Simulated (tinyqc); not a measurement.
Inside a calculation. Method: tight binding, dimerised chain. Computed by tinyqc, a small Python program that keeps every step. Settings: t1 = 0.56, t2 = 0.67, delta = 0, points = 6, cells = 5. Command: `OMP_NUM_THREADS=1 python tinyqc.py 26448 26449 out.jsonl` (the two numbers bound the seeds that draw the settings). One thread of a shared host (Intel(R) Xeon(R) Processor @ 2.60GHz), about 0.01 s of CPU time with the checks.

## Bloch Hamiltonian at k

Parameters chosen for this model:
```
parameter     value                      unit
t1         0.560000       eV, inside the cell
t2         0.670000         eV, between cells
delta             0  eV, +/- on the two sites
```

k point k (2 pi / a): 0.290000

H_AA = +delta, H_BB = -delta, H_AB = -t1 - t2 exp(-i k a).

H(k) at k (eV):
```
                     A                    B
A             0.000000  -0.393378+0.648951i
B  -0.393378-0.648951i             0.000000
```

## Levels at k

Diagonalise the Hermitian matrix.

eigenvalues (eV): -0.758870  0.758870

weights |c|^2 of the basis functions:
```
     band 1    band 2
A  0.500000  0.500000
B  0.500000  0.500000
```

## Bloch Hamiltonian at X

k point X (2 pi / a): 0.500000

As before.

H(k) at X (eV):
```
          A         B
A  0.000000  0.110000
B  0.110000  0.000000
```

## Levels at X

As before.

eigenvalues (eV): -0.110000  0.110000

weights |c|^2 of the basis functions:
```
     band 1    band 2
A  0.500000  0.500000
B  0.500000  0.500000
```

## Bands along a path

The same steps at evenly spaced points between the labelled ones.

Bands along the path (eV):
```
k            band 1    band 2
G         -1.230000  1.230000
G-X 0.25  -1.137151  1.137151
G-X 0.50  -0.873212  0.873212
G-X 0.75  -0.481547  0.481547
X         -0.110000  0.110000
```

With 1 band(s) filled, the highest filled level on these points lies at X and the lowest empty one at X: a gap of 0.2200 eV, direct.

## Berry (Zak) phase of the lower band

On 6 points k_j = j/N: phase = -Im ln of the product of <u_j|u_(j+1)>, closed with u_N = u_0 (the cell-periodic part is taken without the site positions). Single arguments depend on the phases chosen for the u_j; only their sum modulo 2 pi does not.

Overlaps:
```
j  |<u_j|u_j+1>|  argument (rad)
0       0.958929       -0.287593
1       0.951462        0.888030
2       0.565004        0.970359
3       0.565004        0.970359
4       0.951462        0.888030
5       0.958929       -0.287593
```

phase / pi, folded into (-1, 1] = 1.000000

## Open chain of 5 cells

H of the open chain (eV):
```
            1          2          3          4          5          6          7          8
1    0.000000  -0.560000   0.000000   0.000000   0.000000   0.000000   0.000000   0.000000
2   -0.560000   0.000000  -0.670000   0.000000   0.000000   0.000000   0.000000   0.000000
3    0.000000  -0.670000   0.000000  -0.560000   0.000000   0.000000   0.000000   0.000000
4    0.000000   0.000000  -0.560000   0.000000  -0.670000   0.000000   0.000000   0.000000
5    0.000000   0.000000   0.000000  -0.670000   0.000000  -0.560000   0.000000   0.000000
6    0.000000   0.000000   0.000000   0.000000  -0.560000   0.000000  -0.670000   0.000000
7    0.000000   0.000000   0.000000   0.000000   0.000000  -0.670000   0.000000  -0.560000
8    0.000000   0.000000   0.000000   0.000000   0.000000   0.000000  -0.560000   0.000000
9    0.000000   0.000000   0.000000   0.000000   0.000000   0.000000   0.000000  -0.670000
10   0.000000   0.000000   0.000000   0.000000   0.000000   0.000000   0.000000   0.000000

            9         10
1    0.000000   0.000000
2    0.000000   0.000000
3    0.000000   0.000000
4    0.000000   0.000000
5    0.000000   0.000000
6    0.000000   0.000000
7    0.000000   0.000000
8   -0.670000   0.000000
9    0.000000  -0.560000
10  -0.560000   0.000000
```

The same hoppings without the wrap-around bond.

levels (eV): -1.179752  -1.032958  -0.800981  -0.500504  -0.112729  0.112729  0.500504  0.800981  1.032958  1.179752

weights of the highest filled level on the sites: 0.226387  0.009174  0.145595  0.036636  0.082208  0.082208  0.036636  0.145595  0.009174  0.226387

The bulk gap runs from -0.1100 to 0.1100 eV; no level of this chain lies inside it.
